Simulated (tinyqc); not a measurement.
Worked calculation: inversion layer as a triangular well, valleys of the Ge type. Values are carried at full precision from step to step, so a last printed digit may differ when a step is redone from the rounded ones.

Four ellipsoidal valleys (eight halves) with their long axes along <111>, mass ml along the axis and mt across it. For a valley whose axis makes the angle theta with the surface normal, 1/m_z = cos^2(theta)/ml + sin^2(theta)/mt sets the confinement; in the plane the masses are m_1 = mt and m_2 = ml mt/m_z, and m_d = sqrt(m_1 m_2). The Gamma and Delta valleys are left out; the heavy Delta valleys, about 0.18 eV up, can lie lowest under strong confinement.

Constants: e^2/(4 pi eps0) = 14.39964547 eV angstrom; hbar^2/2m0 = 3.80998211 eV angstrom^2; kB = 8.617333262e-05 eV/K.

Inputs chosen for the exercise (near those of Ge; shifted at random, so the results belong to these values and not to a real crystal): ml = 1.559 m0 (longitudinal mass); mt = 0.083 m0 (transverse mass); face = 100 (surface); eps = 15.9 (dielectric constant); Ns = 2.3 x 1e12/cm^2 (electron sheet density); Nd = 1.7 x 1e12/cm^2 (depletion charge); eta = 0.75 (share of Ns in the effective field); T = 300 K (temperature); tox = 15 angstrom (SiO2-equivalent oxide thickness).

## Valley masses on the (100) face

Group the valleys by their angle to the normal, heaviest m_z first.

Valleys (masses in m0):

| valleys g | cos^2(theta) | m_z | m_1 | m_2 | m_d |
|---|---|---|---|---|---|
| 4 | 0.3333 | 0.1213 | 0.0830 | 1.0670 | 0.2976 |

All valleys are equivalent on this face.

## Effective field

The field is taken as constant, e F = 4 pi (e^2/4 pi eps0)(Nd + eta Ns)/eps, with 1e12/cm^2 = 1e-4/angstrom^2, and the oxide as a hard wall at z = 0; c = hbar^2/2m0.

Find e F, and F in MV/cm (1 MV/cm = 0.01 V/angstrom).

e F = 0.00389785 eV/angstrom
F = 0.3898 MV/cm

## Subband ladders

Level j of a valley lies at E_j = a_j (c (e F)^2/m_z)^(1/3) above the band edge at the surface, with the Airy zeros a_j = 2.338107, 4.087949, 5.520560, 6.786708, 7.944134, 9.022651, 10.040174, 11.008524, 11.936016, 12.828777, and has <z> = 2 E_j/(3 e F).

The ten lowest levels of all groups of valleys together, j = 0, 1, ..., c = hbar^2/2m0; primes mark the groups with lighter m_z.

Subbands:

| label | valleys g | m_d (m0) | E (eV) | <z> (angstrom) |
|---|---|---|---|---|
| 0 | 4 | 0.2976 | 0.1827 | 31.25 |
| 1 | 4 | 0.2976 | 0.3195 | 54.64 |
| 2 | 4 | 0.2976 | 0.4314 | 73.79 |
| 3 | 4 | 0.2976 | 0.5304 | 90.72 |
| 4 | 4 | 0.2976 | 0.6208 | 106.19 |
| 5 | 4 | 0.2976 | 0.7051 | 120.60 |
| 6 | 4 | 0.2976 | 0.7847 | 134.20 |
| 7 | 4 | 0.2976 | 0.8603 | 147.15 |
| 8 | 4 | 0.2976 | 0.9328 | 159.54 |
| 9 | 4 | 0.2976 | 1.0026 | 171.48 |

The second subband is 1, 136.8 meV above the first. Levels above about 0.5 eV lie beyond parabolic valleys.

## Fermi level and populations

Subband i holds n_i = g m_d/(2 pi c) kB T ln(1 + exp((EF - E_i)/kB T)) (spin included), and EF is fixed by sum n_i = Ns over the levels listed or, where none are listed, over j = 0 to 9 of each group; 1e12/cm^2 = 1e-4/angstrom^2.

Solve for EF; c = hbar^2/2m0. The mean distance is sum n_i <z>_i/Ns.

EF = 0.1404 eV

Populations:

| label | (EF - E)/kB T | n (1e12/cm^2) | share (%) |
|---|---|---|---|
| 0 | -1.64 | 2.287 | 99.4 |
| 1 | -6.93 | 0.013 | 0.5 |
| 2 | -11.26 | 0.000 | 0.0 |
| 3 | -15.08 | 0.000 | 0.0 |
| 4 | -18.58 | 0.000 | 0.0 |
| 5 | -21.84 | 0.000 | 0.0 |
| 6 | -24.92 | 0.000 | 0.0 |
| 7 | -27.85 | 0.000 | 0.0 |
| 8 | -30.65 | 0.000 | 0.0 |
| 9 | -33.35 | 0.000 | 0.0 |

mean distance from the surface = 31.38 angstrom

The lowest subband holds 99.4 % of the electrons and is partly degenerate (EF within a few kB T of its edge).

## Effect on the gate capacitance

The charge sits at the mean distance <z> from the surface, which adds (3.9/eps) <z> to the oxide thickness; C/Cox = tox/(tox + 3.9 <z>/eps). The density-of-states term is left out.

added thickness = 7.70 angstrom
C/Cox = 0.661

## Checks

- Lowest level by finite differences against the Airy formula, eV: both 0.1827.

(tinyqc, `OMP_NUM_THREADS=1 python tinyqc.py 1281193 1281194 out.jsonl`, Intel(R) Xeon(R) Processor @ 2.30GHz, 1 thread, shared host, about 0.02 s.)
